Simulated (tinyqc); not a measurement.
Permittivity and interface capacitance from two thicknesses.

Inverse problem. 1/C = t/(eps0 ek) + 2/ci for planar capacitors that differ only in thickness. Find ek, ci and the EOT of the interfaces, 2 x 3.9 eps0/ci.

Constants: eps0 = 8.8541878128e-14 F/cm where lengths are in cm. Results are converted to the units shown.

C at t = 7.2 and 22 nm (uF/cm^2): 0.94643108  0.31146549

Solution. 1/C is a straight line in t: the slope gives ek and the intercept 2/ci. A single thickness would give only the effective permittivity; when the interfaces are a small part of 1/C, ci needs very accurate data.

ek = 7.76
ci = 230 uF/cm^2
EOT of the interfaces = 0.0300 nm

Numbers from tinyqc (`OMP_NUM_THREADS=1 python tinyqc.py 2102023 2102024 out.jsonl`; about 0.01 s on one thread of a shared Intel Xeon 2.30GHz).
